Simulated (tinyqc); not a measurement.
Ferroelectric with a first-order transition, Landau-Devonshire energy: two steps of the calculation.

One domain with free energy u = al P^2 + be P^4 + ga P^6 - E P, al = a0 (T - T0), be < 0 < ga (P in uC/cm^2, E in kV/cm, u in mJ/cm^3). Equilibrium: E = 2 al P + 4 be P^3 + 6 ga P^5; a state is stable against small changes where dE/dP > 0. The coercive field is that of uniform switching, which real films, switching by domains, do not reach.

Inputs (values chosen for the exercise): slope of the quadratic coefficient a0 = 0.012 kV cm/(uC K); Curie-Weiss temperature T0 = 450 K; quartic coefficient be = -0.00037 kV cm^5/uC^3; sixth-order coefficient ga = 1.6e-7 kV cm^9/uC^5; temperature T = 400 K; applied field Ea = 170 kV/cm.

Constants: eps0 = 8.8541878128e-14 F/cm where lengths are in cm. Results are converted to the units shown.

Task 1. Spontaneous polarisation, coercive field and susceptibility. Ps^2 = [-be + sqrt(be^2 - 3 al ga)]/(3 ga); Pc^2 = [-3 be + sqrt(9 be^2 - 15 al ga)]/(15 ga), Ec = -E(Pc); susceptibility chi = 1/(eps0 dE/dP).

Give: al; Ps; u(Ps) at E = 0; Pc; Ec; chi at Ps.

Result 1.

al = -0.60000 kV cm/uC
Ps = 46.139 uC/cm^2
u(Ps) at E = 0 = -1410.5 mJ/cm^3
Pc = 33.817 uC/cm^2
Ec = 55.359 kV/cm
chi at Ps = 1017.4

Task 2. Polarisation on the upper branch by Newton steps. f = 2 al P + 4 be P^3 + 6 ga P^5 - Ea, f' = 2 al + 12 be P^2 + 30 ga P^4, P(new) = P - f/f'.

P at the start = 55.4 uC/cm^2
al = -0.6 kV cm/uC

Give: f; f'; P after iteration 1.

Result 2.

f = 12.853 kV/cm
f' = 30.388 kV cm/uC
P after iteration 1 = 54.977 uC/cm^2

Computed by the program tinyqc: `OMP_NUM_THREADS=1 python tinyqc.py 2860011 2860012 out.jsonl`, one thread of a shared Intel Xeon 2.30GHz, about 0.01 s for the whole run.
